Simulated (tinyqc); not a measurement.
All approximations against the coupling: Froehlich polaron in a polar crystal. Computed by tinyqc, a small Python program. Command: `OMP_NUM_THREADS=1 python tinyqc.py 3009156 3009157 out.jsonl frohlich walk`. One thread of a shared host (Intel(R) Xeon(R) Processor @ 2.30GHz), about 0.05 s of CPU time with the checks.

One electron in a parabolic band of mass m*, coupled to dispersionless LO phonons in the continuum model. Energies are in units of hbar omega unless marked, wave numbers in k_0 = sqrt(2 m* omega/hbar).

Inputs (values chosen for the exercise, modelled on lithium fluoride):
```
quantity                          value  unit
band mass m*                      0.824   m_0
LO phonon energy hbar omega        84.5   meV
eps_inf                             1.9     -
static dielectric constant eps_s   9.32     -
electron wave number k/k_0         0.82     -
```

Constants: hbar^2/(2 m_0) = 3.80998212 eV angstrom^2; e^2/(4 pi eps_0) = 14.39964548 eV angstrom.

Method:
- 1/eps* = 1/eps_inf - 1/eps_s; k_0 = sqrt(2 m* omega/hbar) = sqrt(m* hbar omega / (hbar^2/(2 m_0))) with m* in m_0; alpha = (e^2/(4 pi eps_0)) k_0/(2 eps* hbar omega); polaron length 1/k_0.
- Feynman's bound: E(v, w) = 3 (v - w)^2/(4 v) - (alpha v/sqrt(pi)) int_0^infinity e^-u D(u)^(-1/2) du, D = w^2 u + ((v^2 - w^2)/v)(1 - e^(-v u)); integrals by 80 Gauss-Legendre points in s from 0 to 1 with u = 40 s^2.
- Minimise over v > w > 0 (simplex search); mass m_p/m* = 1 + (alpha v^3/(3 sqrt(pi))) int u^2 e^-u D^(-3/2) du.
- Other columns: second order -alpha; Landau-Pekar Gaussian -alpha^2/(3 pi); Lee-Low-Pines mass 1 + alpha/6. The polaron energy in meV uses the given hbar omega.

coupling constant alpha = 4.82647

Energies (hbar omega) and masses (m*):
```
alpha  second order  Gaussian  Feynman  Feynman (meV)  mass, LLP  mass, Feynman     v     w
1.2            -1.2  -0.15279  -1.2190        -103.00        1.2          1.243  3.13  2.84
2.4            -2.4  -0.61115  -2.4818        -209.71        1.4          1.617  3.31  2.66
3.8            -3.8   -1.5321  -4.0276        -340.33     1.6333          2.408  3.61  2.41
4.8            -4.8   -2.4446  -5.1975        -439.19        1.8          3.543  3.95  2.19
6.8            -6.8   -4.9062  -7.8193        -660.73     2.1333          12.28  5.53  1.65
7.7            -7.7   -6.2909  -9.1994        -777.35     2.2833          25.12  6.99  1.45
9.8            -9.8   -10.190  -13.072        -1104.6     2.6333          100.4  11.9  1.22
13              -13   -17.931  -20.791        -1756.8     3.1667          412.8  22.2  1.11
```

What follows from these numbers?

All three energies are upper bounds (-alpha through the Lee-Low-Pines state), and the Feynman value is the lowest in every row. It lies within 5 % of -alpha up to alpha = 2.4; at alpha = 13 it is 1.16 times the Gaussian value, whose alpha^2 law it approaches with a constant shift of about -3 ln 2 - 3/4 = -2.83 (here -2.86). The mass stays within 10 % of 1 + alpha/6 up to alpha = 1.2 and reaches 413 m* in the last row; w falls from 2.84 towards 1 while v grows to 22.2.

Extremes, crossings and ranges named in words are read from the listed rows.
